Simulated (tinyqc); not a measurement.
Worked calculation: Hueckel theory of the pi electrons, for the molecule O=Cc1cc2ccccc2o1 (SMILES; centres numbered as the heavy atoms are written). Computed by tinyqc, a small Python program that keeps every step. Settings: charge = 0. Command: `OMP_NUM_THREADS=1 python tinyqc.py 21945 21946 out.jsonl` (the two numbers bound the seeds that draw the settings). One thread of a shared host (Intel(R) Xeon(R) Processor @ 2.60GHz), about 0.01 s of CPU time with the checks.

## The Hueckel matrix

Centres:

| centre | z_r, pi electrons of the neutral centre | h |
|---|---|---|
| 1O | 1 | 1.000000 |
| 2C | 1 | 0.000000 |
| 3C | 1 | 0.000000 |
| 4C | 1 | 0.000000 |
| 5C | 1 | 0.000000 |
| 6C | 1 | 0.000000 |
| 7C | 1 | 0.000000 |
| 8C | 1 | 0.000000 |
| 9C | 1 | 0.000000 |
| 10C | 1 | 0.000000 |
| 11O | 2 | 2.000000 |

Bonds:

| i | j | k |
|---|---|---|
| 1 | 2 | 1.000000 |
| 2 | 3 | 1 |
| 3 | 4 | 1 |
| 4 | 5 | 1 |
| 5 | 6 | 1 |
| 6 | 7 | 1 |
| 7 | 8 | 1 |
| 8 | 9 | 1 |
| 9 | 10 | 1 |
| 10 | 11 | 0.800000 |
| 11 | 3 | 0.800000 |
| 10 | 5 | 1 |

H_rr = alpha + h_r beta, H_rs = k_rs beta for bonded centres.

Hueckel matrix in units of beta (H = alpha + beta A):
```
           1O        2C        3C        4C        5C        6C        7C        8C
1O   1.000000  1.000000  0.000000  0.000000  0.000000  0.000000  0.000000  0.000000
2C   1.000000  0.000000  1.000000  0.000000  0.000000  0.000000  0.000000  0.000000
3C   0.000000  1.000000  0.000000  1.000000  0.000000  0.000000  0.000000  0.000000
4C   0.000000  0.000000  1.000000  0.000000  1.000000  0.000000  0.000000  0.000000
5C   0.000000  0.000000  0.000000  1.000000  0.000000  1.000000  0.000000  0.000000
6C   0.000000  0.000000  0.000000  0.000000  1.000000  0.000000  1.000000  0.000000
7C   0.000000  0.000000  0.000000  0.000000  0.000000  1.000000  0.000000  1.000000
8C   0.000000  0.000000  0.000000  0.000000  0.000000  0.000000  1.000000  0.000000
9C   0.000000  0.000000  0.000000  0.000000  0.000000  0.000000  0.000000  1.000000
10C  0.000000  0.000000  0.000000  0.000000  1.000000  0.000000  0.000000  0.000000
11O  0.000000  0.000000  0.800000  0.000000  0.000000  0.000000  0.000000  0.000000

           9C       10C       11O
1O   0.000000  0.000000  0.000000
2C   0.000000  0.000000  0.000000
3C   0.000000  0.000000  0.800000
4C   0.000000  0.000000  0.000000
5C   0.000000  1.000000  0.000000
6C   0.000000  0.000000  0.000000
7C   0.000000  0.000000  0.000000
8C   1.000000  0.000000  0.000000
9C   0.000000  1.000000  0.000000
10C  1.000000  0.000000  0.800000
11O  0.000000  0.800000  2.000000
```

## Orbitals

pi electrons, sum of z_r less the charge = 12

Diagonalise; E = alpha + x beta with beta < 0, so the largest x are filled first; degenerate levels share their electrons. P = sum n_i c_ri c_si; each orbital has its largest coefficient positive (the first on a tie).

x values: 2.769872  1.927096  1.760922  1.324597  0.896125  0.693932  -0.330404  -1.031824  -1.166218  -1.685744  -2.158355

occupations: 2.000000  2.000000  2.000000  2.000000  2.000000  2.000000  0.000000  0.000000  0.000000  0.000000  0.000000

coefficients:
```
          MO1        MO2        MO3        MO4        MO5        MO6        MO7        MO8
1O   0.089626  -0.256913   0.641336  -0.317204  -0.162557  -0.399202  -0.406926   0.113207
2C   0.158626  -0.238183   0.488007  -0.102964   0.016886   0.122183   0.541375  -0.230017
3C   0.349748  -0.202089   0.218006   0.180819   0.177689   0.483989   0.228053   0.124130
4C   0.217248   0.088194   0.219062   0.464776  -0.043782   0.373522  -0.490224   0.043453
5C   0.252001   0.372048   0.167744   0.434823  -0.216923  -0.224791  -0.066081  -0.168966
6C   0.117318   0.399412   0.173604   0.162942   0.348116  -0.371731   0.279488   0.532072
7C   0.072955   0.397658   0.137959  -0.218991   0.528879  -0.033165  -0.026263  -0.380038
8C   0.084758   0.366912   0.069331  -0.453016   0.125825   0.348716  -0.270810  -0.139939
9C   0.161814   0.309418  -0.015872  -0.381073  -0.416123   0.275151   0.115740   0.524431
10C  0.363446   0.229366  -0.097281  -0.051753  -0.498724  -0.157780   0.232570  -0.401181
11O  0.741103  -0.299320  -0.403970  -0.152876   0.232660  -0.199811  -0.158126   0.073105

           MO9       MO10       MO11
1O   -0.146181   0.166042   0.030046
2C    0.316659  -0.445945  -0.094897
3C   -0.223113   0.585708   0.174774
4C   -0.171902  -0.408815  -0.317328
5C    0.423588   0.103449   0.510133
6C    0.025905   0.056531  -0.381536
7C   -0.453798  -0.198747   0.313356
8C    0.503323   0.278504  -0.294798
9C   -0.133186  -0.270740   0.322923
10C  -0.347999   0.177895  -0.402184
11O   0.144301  -0.165742   0.043750
```

charge and bond-order matrix P:
```
            1O         2C         3C         4C         5C         6C         7C         8C
1O    1.543509   0.739050  -0.112740  -0.304236   0.043308   0.118721  -0.020831  -0.116335
2C    0.739050   0.691719   0.507039   0.234804  -0.085362  -0.096243   0.023217   0.102525
3C   -0.112740   0.507039   1.018409   0.725913  -0.038395  -0.180865   0.027112   0.159657
4C   -0.304236   0.234804   0.725913   0.920830   0.503868   0.040767  -0.112367  -0.039692
5C    0.043308  -0.085362  -0.038395   0.503868   1.033440   0.572367  -0.026038  -0.266333
6C    0.118721  -0.096243  -0.180865   0.040767   0.572367   0.978700   0.704190   0.017774
7C   -0.020831   0.023217   0.027112  -0.112367  -0.026038   0.704190   1.022512   0.631682
8C   -0.116335   0.102525   0.159657  -0.039692  -0.266333   0.017774   0.631682   0.978548
9C    0.007021   0.020106  -0.038144   0.005691   0.031899  -0.338841  -0.026190   0.684734
10C   0.143461  -0.133648  -0.229571   0.033447   0.563509  -0.012065  -0.285789   0.027779
11O  -0.050644  -0.026067   0.297224  -0.219526  -0.128787   0.055242   0.084927  -0.092330

            9C        10C        11O
1O    0.007021   0.143461  -0.050644
2C    0.020106  -0.133648  -0.026067
3C   -0.038144  -0.229571   0.297224
4C    0.005691   0.033447  -0.219526
5C    0.031899   0.563509  -0.128787
6C   -0.338841  -0.012065   0.055242
7C   -0.026190  -0.285789   0.084927
8C    0.684734   0.027779  -0.092330
9C    1.032517   0.630327  -0.119638
10C   0.630327   0.940927   0.326801
11O  -0.119638   0.326801   1.838889
```

## Energy, charges, bond orders

E = sum n x; q_r = z_r - P_rr; bond order p = P_rs; free valence = sqrt(3) - sum of p over the bonds of the atom.

pi energy = 12 alpha + this times beta = 18.745090

pi charges: 1O -0.543509, 2C 0.308281, 3C -0.018409, 4C 0.079170, 5C -0.033440, 6C 0.021300, 7C -0.022512, 8C 0.021452, 9C -0.032517, 10C 0.059073, 11O 0.161111

Bond orders and lengths from R = 1.517 - 0.180 p (angstrom, C-C alone):

| bond | p | R |
|---|---|---|
| 1-2 | 0.739050 | - |
| 2-3 | 0.507039 | 1.425733 |
| 3-4 | 0.725913 | 1.386336 |
| 4-5 | 0.503868 | 1.426304 |
| 5-6 | 0.572367 | 1.413974 |
| 6-7 | 0.704190 | 1.390246 |
| 7-8 | 0.631682 | 1.403297 |
| 8-9 | 0.684734 | 1.393748 |
| 9-10 | 0.630327 | 1.403541 |
| 10-11 | 0.326801 | - |
| 11-3 | 0.297224 | - |
| 10-5 | 0.563509 | 1.415568 |

free valence of the carbons: 2C 0.485961, 3C 0.201874, 4C 0.502269, 5C 0.092306, 6C 0.455493, 7C 0.396178, 8C 0.415634, 9C 0.416990, 10C 0.211414

gap between the highest filled and the next level = 1.024336 |beta|
